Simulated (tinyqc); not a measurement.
# Changing the confinement constant beta

Model: Raman line shape of confined optical phonons and breathing modes of small crystals. Computed by tinyqc, a small Python program. Command: `OMP_NUM_THREADS=1 python tinyqc.py 3027582 3027583 out.jsonl confine sweep`. One thread of a shared host (Intel(R) Xeon(R) Processor @ 2.30GHz), about 0.05 s of CPU time with the checks.

Confinement in 2 direction(s) lets phonons with q away from zero scatter light. q is in units of 2 pi/a, from 0 to 1, and the branch is isotropic: omega(q)^2 = (omega_0^2 + omega_X^2)/2 + ((omega_0^2 - omega_X^2)/2) cos(pi q). The model and its constant beta are phenomenological; beta = 8 is the common choice.

Inputs (values chosen for the exercise, modelled on silicon): bulk frequency omega_0 = 520.9 1/cm; frequency at the zone boundary omega_X = 413 1/cm; natural width Gamma_0 = 2.9 1/cm; lattice constant a = 5.431 angstrom; size L = 15 nm.

Shape: wire.

Method:
- Weight W(q) = q^1 exp(-(2 L q/a)^2/(2 beta)) dq, that is exp(-k^2 L^2/(2 beta pi^2)) for k = 2 pi q/a.
- Width q_c = a sqrt(2 beta)/(2 L), where the exponential falls to 1/e; curvature of the branch: omega(q) = omega_0 - c q^2, c = pi^2 (omega_0^2 - omega_X^2)/(8 omega_0); for small q_c the mean of q^2 is (number of confined directions) q_c^2/2, and the mean shift is -c times that.
- I(omega) = int W(q) / [(omega - omega(q))^2 + (Gamma_0/2)^2] dq / int W dq x (Gamma_0/2)^2, by 400 Gauss-Legendre points on 0 < q < min(1, 2.5 a sqrt(2 beta)/L).
- The peak is the maximum of I; the width is taken between the half-maximum points, and the asymmetry is the low-side half-width over the high-side one.

One run for each value:
```
confinement constant beta  peak shift (1/cm)  full width (1/cm)  asymmetry  q_c (2 pi/a)
1.0                                 -0.15054             2.9472     1.0077      0.025602
1.5                                 -0.21814             2.9990     1.0206      0.031356
2.0                                 -0.28029             3.0627     1.0387      0.036207
4.0                                 -0.48643             3.3735     1.1361      0.051204
6.0                                 -0.64775             3.7131     1.2441      0.062712
8.0                                 -0.78200             4.0562     1.3506      0.072413
12.0                                -1.00160             4.7334     1.5507      0.088688
```

Give the missing row, confinement constant beta = 3.0.

Computed row:
```
confinement constant beta  peak shift (1/cm)  full width (1/cm)  asymmetry  q_c (2 pi/a)
3.0                                 -0.39065             3.2111     1.0843      0.044344
```

Interpolating between the two neighbouring rows (the first column on a logarithmic scale, the others too where they are positive) misses most in peak shift (1/cm), by 2.6 %. Over the rows, peak shift (1/cm) falls from -0.151 to -1.00 (exponent d ln y / d ln x 0.91 between the first rows and 0.61 between the last); full width (1/cm) rises from 2.95 to 4.73 (exponent d ln y / d ln x 0.043 between the first rows and 0.38 between the last); asymmetry rises from 1.01 to 1.55 (exponent d ln y / d ln x 0.031 between the first rows and 0.34 between the last). Only L^2/beta enters, so a size read from a line shape is uncertain by the square root of the uncertainty in beta.

Extremes, crossings and ranges named in words are read from the listed rows.
